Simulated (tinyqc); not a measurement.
# Planar ballistic transistor, top-of-the-barrier model: effects of single changes

At the top of the source barrier, states moving towards the drain are filled by the source (Fermi level 0) and states moving back by the drain (Fermi level -q Vd); nothing scatters. U is the shift of the band edge there, set by the capacitances CG, CD and CS (the total) and by the charge. Parabolic two-dimensional band; the source is grounded.

Values chosen for this exercise; mass and valleys close to those of silicon (two valleys): temperature T = 350 K; effective mass m = 0.182 m0; valley degeneracy gv = 2; relative permittivity of the gate insulator eox = 9; insulator thickness tox = 3.3 nm; gate control CG/CS aG = 0.77; drain control CD/CS aD = 0.056; band edge at the barrier top above the source Fermi level at zero bias E0 = 0.24 eV; drain voltage Vd = 0.7 V.

Constants: q = 1.602176634e-19 C, kB = 1.380649e-23 J/K, hbar = 1.054571817e-34 J s, m0 = 9.1093837015e-31 kg, Vt = kB T/q, eps0 = 8.8541878128e-14 F/cm where lengths are in cm. Results are converted to the units shown.

Each table varies one quantity; the others keep the values above.

## Effect of the band edge at the barrier top above the source Fermi level at zero bias

N0 = gv m kB T/(pi hbar^2), CG = eps0 eox/tox, vT = sqrt(2 kB T/(pi m)), CS = CG/aG, n0 = n at U = 0 and Vd = 0. eta1 = -(E0 + U)/Vt, eta2 = eta1 - Vd/Vt, n = (N0/2)[F_0(eta1) + F_0(eta2)], F_0(x) = ln(1 + exp x). U = UL + q (n - n0)/CS with UL = -(aG Vg + aD Vd), energies in eV. I = q (N0/2) vT [F_(1/2)(eta1) - F_(1/2)(eta2)] per width, F_(1/2)(x) = (2/sqrt(pi)) int_0^infinity u^(1/2)/(1 + exp(u - x)) du. CQ = (q/Vt) dn/d(eta1).

In this table Vg = 0.7 V, Vd = 0.7 V.

Effect of the band edge at the barrier top above the source Fermi level at zero bias:

| E0 (eV) | eta1 | n (cm^-2) | I (uA/um) | mean velocity I/(q n) (cm/s) | CQ/CS |
|---|---|---|---|---|---|
| 0.1 | 3.2734 | 7.5913e12 | 2506.0 | 2.0604e7 | 3.7424 |
| 0.15 | 2.8741 | 6.7164e12 | 2130.4 | 1.9798e7 | 3.6765 |
| 0.2 | 2.5072 | 5.9287e12 | 1811.1 | 1.9066e7 | 3.5914 |
| 0.25 | 2.1399 | 5.1620e12 | 1517.7 | 1.8351e7 | 3.4752 |
| 0.3 | 1.7627 | 4.4050e12 | 1245.2 | 1.7643e7 | 3.3153 |
| 0.35 | 1.3689 | 3.6586e12 | 993.32 | 1.6946e7 | 3.0964 |
| 0.4 | 0.94961 | 2.9275e12 | 762.90 | 1.6266e7 | 2.8006 |
| 0.45 | 0.49037 | 2.2199e12 | 555.28 | 1.5613e7 | 2.4089 |

What does the table show?

As E0 goes from 0.1 to 0.45 eV, n falls from 7.59e12 to 2.22e12 cm^-2, the mean velocity falls from 2.06e7 to 1.56e7 cm/s and the current falls from 2510 to 555 uA/um. CQ/CS goes from 3.7 to 2.4.

## Effect of the drain control CD/CS

Same model as above.

CQ = (q/Vt) dn/d(eta1). E0 is held fixed.

In this table Vg = 0.7 V, Vd = 0.7 V.

Effect of the drain control CD/CS:

| aD | eta1 | n (cm^-2) | I (uA/um) | mean velocity I/(q n) (cm/s) | CQ/CS |
|---|---|---|---|---|---|
| 0 | 1.9217 | 4.7197e12 | 1356.4 | 1.7937e7 | 3.3882 |
| 0.02 | 2.0269 | 4.9316e12 | 1432.9 | 1.8135e7 | 3.4320 |
| 0.04 | 2.1312 | 5.1441e12 | 1511.0 | 1.8334e7 | 3.4720 |
| 0.06 | 2.2346 | 5.3571e12 | 1590.7 | 1.8533e7 | 3.5086 |
| 0.08 | 2.3371 | 5.5706e12 | 1671.9 | 1.8732e7 | 3.5420 |
| 0.1 | 2.4390 | 5.7845e12 | 1754.6 | 1.8932e7 | 3.5724 |
| 0.12 | 2.5402 | 5.9988e12 | 1838.8 | 1.9132e7 | 3.6002 |
| 0.14 | 2.6408 | 6.2134e12 | 1924.4 | 1.9331e7 | 3.6256 |

What does the comparison show?

As aD goes from 0 to 0.14, n rises from 4.72e12 to 6.21e12 cm^-2, the mean velocity rises from 1.79e7 to 1.93e7 cm/s and the current rises from 1360 to 1920 uA/um. CQ/CS goes from 3.4 to 3.6.

## Transfer curve

Same model as above.

CQ = (q/Vt) dn/d(eta1).

Transfer curve:

| Vg (V) | eta1 | n (cm^-2) | I (uA/um) | mean velocity I/(q n) (cm/s) | CQ/CS |
|---|---|---|---|---|---|
| 0 | -6.660 | 2.936e9 | 0.6409 | 1.362e7 | 0.004970 |
| 0.11 | -3.923 | 4.493e10 | 9.833 | 1.366e7 | 0.07536 |
| 0.22 | -1.694 | 3.869e11 | 86.55 | 1.396e7 | 0.6031 |
| 0.34 | -0.2359 | 1.335e12 | 316.7 | 1.481e7 | 1.714 |
| 0.45 | 0.6577 | 2.465e12 | 625.6 | 1.584e7 | 2.559 |
| 0.56 | 1.387 | 3.692e12 | 1004 | 1.698e7 | 3.108 |
| 0.67 | 2.043 | 4.963e12 | 1445 | 1.817e7 | 3.438 |
| 0.79 | 2.716 | 6.375e12 | 1990 | 1.948e7 | 3.643 |
| 0.9 | 3.313 | 7.680e12 | 2545 | 2.069e7 | 3.748 |

Read the table: what changes, and by how much?

The current rises from 0.641 to 2550 uA/um. Between the first two rows the swing is 92.8 mV a decade, against Vt ln 10/aG = 90.2. CQ/CS goes from 0.0050 to 3.7, so a volt on the gate moves the band edge by 0.77 eV in the first row and 0.16 eV in the last: the gate charge is limited by the insulator. The mean velocity rises from 1.36e7 to 2.07e7 cm/s.

Numbers from tinyqc (`OMP_NUM_THREADS=1 python tinyqc.py 2400040 2400041 out.jsonl`; about 0.01 s on one thread of a shared Intel Xeon 2.30GHz).
